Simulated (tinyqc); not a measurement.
Changing the dielectric constant eps: effective-mass impurity with a central-cell term, in a basis of Slater functions. Computed by tinyqc, a small Python program. Command: `OMP_NUM_THREADS=1 python tinyqc.py 3029615 3029616 out.jsonl centralcell sweep`. One thread of a shared host (Intel(R) Xeon(R) Processor @ 2.30GHz), about 0.02 s of CPU time with the checks.

The envelope obeys H = -nabla^2 - (2/r) [Z + A exp(-kappa r)] in effective units, with kappa = a*/lambda; positive A deepens the well near the core.

Inputs (values chosen for the exercise, with mass and screening modelled on germanium):

| quantity | value | unit |
|---|---|---|
| effective mass m | 0.217 | m_0 |
| charge Z of the core | 1 | - |
| central-cell strength A | 15 | - |
| central-cell range lambda | 0.89 | angstrom |

Impurity: donor, one isotropic band.

Constants: Ry = 13.605693123 eV; a_0 = 0.529177210903 angstrom.

Method:
- Units: Ry* = Ry m/eps^2 and a* = a_0 eps/m, with m in m_0.
- kappa = a*/lambda; the hydrogenic ground state is bound by Z^2 Ry*.
- For s functions exp(-zeta r), with s = zeta_i + zeta_j: S = 2/s^3, T = zeta_i zeta_j S, V = -2 Z/s^2, W = -2 A/(s + kappa)^2; each function is normalised by dividing by sqrt(S_ii S_jj).
- Large basis: zeta_i = 0.06 x 1.6^(i-1), i = 1..22, same formulas; for p functions r exp(-zeta r): S = 24/s^5, T = zeta_i zeta_j S (centrifugal term included), V = -12 Z/s^4, W = -12 A/(s + kappa)^4; overlap eigenvalues below 1e-11 are dropped.
- Binding energies are -E Ry*; the effective quantum number is nu = Z/sqrt(-E); |psi(0)|^2 is given relative to the hydrogenic Z^3/(pi a*^3).

One run for each value:

| dielectric constant eps | 1s binding energy (meV) | hydrogenic binding energy (meV) | 2p binding energy (meV) | a* (angstrom) |
|---|---|---|---|---|
| 10 | 47.856 | 29.524 | 7.3813 | 24.386 |
| 12 | 26.147 | 20.503 | 5.1258 | 29.263 |
| 14 | 17.471 | 15.063 | 3.7658 | 34.140 |
| 16 | 12.757 | 11.533 | 2.8832 | 39.018 |
| 19 | 8.719 | 8.178 | 2.0446 | 46.333 |
| 22 | 6.377 | 6.100 | 1.5250 | 53.649 |
| 26 | 4.500 | 4.368 | 1.0919 | 63.404 |
| 30 | 3.352 | 3.280 | 0.8201 | 73.158 |

Over the rows, 1s binding energy (meV) falls from 47.9 to 3.35 (exponent d ln y / d ln x -3.3 between the first rows and -2.1 between the last); hydrogenic binding energy (meV) falls from 29.5 to 3.28 (exponent d ln y / d ln x about -2.0 throughout); 2p binding energy (meV) falls from 7.38 to 0.820 (exponent d ln y / d ln x about -2.0 throughout). At the high end the exponent of 1s binding energy is -2.06, close to -2: the central cell is a small correction. The exponent of 2p binding energy stays at -2: a hydrogenic level scales as m/eps^2. The exponent of a* stays at 1: a* = a_0 eps/m.

Caution (rows 10.0, 12.0, 14.0, 16.0): the density at the core is many times hydrogenic, so the result hangs on the model potential inside one cell, where the envelope picture is weak.
